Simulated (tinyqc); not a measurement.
# Worked calculation: capacitance of parallel on-chip lines from Laplace's equation on a mesh

tinyqc, about 0.9 s, one thread, Intel Xeon 2.30GHz (shared host): `OMP_NUM_THREADS=1 python tinyqc.py 2790207 2790208 out.jsonl` Printed values are rounded.

Cross-section of an endless row of equal lines between two grounded planes; neighbours are driven in antiphase (+1 V and -1 V), so the plane midway between two lines is at 0 V. By symmetry one quarter is solved: x runs from the centre of a line (column 0, mirror) to that midplane (column 3, 0 V), y from the mid-height of the line (row 0, mirror) to the ground plane (row 4, 0 V). The line fills columns 0 to 1 and rows 0 to 2 at 1 V. Cells beside the line (below row 2) have e2, cells above have e1. Each link between nodes has the conductance g = mean permittivity of the two cells beside it (a cell beyond a mirror counts as 0), and the free nodes obey sum g (V_neighbour - V) = 0.

Parameters, values chosen for the exercise: relative permittivity above and below the lines e1 = 3.9; relative permittivity between the lines e2 = 3.9; over-relaxation factor om = 1.4.

Constants: eps0 = 8.8541878128e-12 F/m. Results are converted to the units shown.

## Link conductances

gx[j, i] joins node (row j, column i) to column i + 1, gy[j, i] to row j + 1.

gx:
```
       col 0  col 1  col 2
row 0   1.95   1.95   1.95
row 1    3.9    3.9    3.9
row 2    3.9    3.9    3.9
row 3    3.9    3.9    3.9
row 4   1.95   1.95   1.95
```

gy:
```
       col 0  col 1  col 2  col 3
row 0   1.95    3.9    3.9   1.95
row 1   1.95    3.9    3.9   1.95
row 2   1.95    3.9    3.9   1.95
row 3   1.95    3.9    3.9   1.95
```

## Iteration 1: relaxation sweep

V at the start (V):
```
       col 0  col 1  col 2  col 3
row 0      1      1      0      0
row 1      1      1      0      0
row 2      1      1      0      0
row 3      0      0      0      0
row 4      0      0      0      0
```

One sweep visits the free nodes row by row from row 0, left to right, and replaces V by V + om (weighted mean of the neighbours - V), using new values at once.

V after sweep 1 (V):
```
         col 0    col 1    col 2    col 3
row 0  1.00000  1.00000  0.35000  0.00000
row 1  1.00000  1.00000  0.47250  0.00000
row 2  1.00000  1.00000  0.51538  0.00000
row 3  0.35000  0.47250  0.34576  0.00000
row 4  0.00000  0.00000  0.00000  0.00000
```

## Iteration 2: relaxation sweep

As before.

V after sweep 2 (V):
```
         col 0    col 1    col 2    col 3
row 0  1.00000  1.00000  0.54075  0.00000
row 1  1.00000  1.00000  0.53064  0.00000
row 2  1.00000  1.00000  0.45059  0.00000
row 3  0.54075  0.47128  0.18435  0.00000
row 4  0.00000  0.00000  0.00000  0.00000
```

## Course of the relaxation

Stop when no node changes by 1e-7 V. C = 4 eps0 sum g (difference of V along the link)^2, in aF/um.

Course of the iteration:
```
sweep  C (aF/um)  largest change (V)
1        326.567               0.515
2        309.988               0.191
3        306.004              0.0830
4        305.431              0.0298
5        305.256              0.0318
6        305.225              0.0103
7        305.220             4.92e-3
8        305.220             1.52e-3
9        305.220             4.78e-4
10       305.220             1.38e-4
11       305.220             6.40e-5
12       305.220             5.89e-5
13       305.220             1.57e-5
14       305.220             5.81e-6
15       305.220             5.02e-6
16       305.220             1.32e-6
17       305.220             2.95e-7
18       305.220             1.72e-7
19       305.220             5.82e-8
```

Converged in 19 sweeps. Over the last four sweeps the change shrinks by about 0.33 a sweep. C comes down from above, since the solution minimises the energy.

## Capacitance per length

converged V (V):
```
         col 0    col 1    col 2    col 3
row 0  1.00000  1.00000  0.48884  0.00000
row 1  1.00000  1.00000  0.47767  0.00000
row 2  1.00000  1.00000  0.42185  0.00000
row 3  0.45853  0.41707  0.20973  0.00000
row 4  0.00000  0.00000  0.00000  0.00000
```

C = 4 eps0 sum g (difference of V)^2 over all links (twice the energy of the four quarters, line at 1 V). Plate estimate without fringing: eps0 [2 e1 w/hd + 2 e2 t/(s/2)], w = 2 hx, t = 4 hx, s/2 = 2 hx, hd = 2 hx.

C = 305.220 aF/um
plate estimate = 207.188 aF/um

C depends on the shape only, not on the mesh step hx. Meshes 6, 12 and 24 times finer extrapolate (Aitken) to 284.0 aF/um; this mesh is 7.5 % above that, and the plate estimate is 27 % below it.
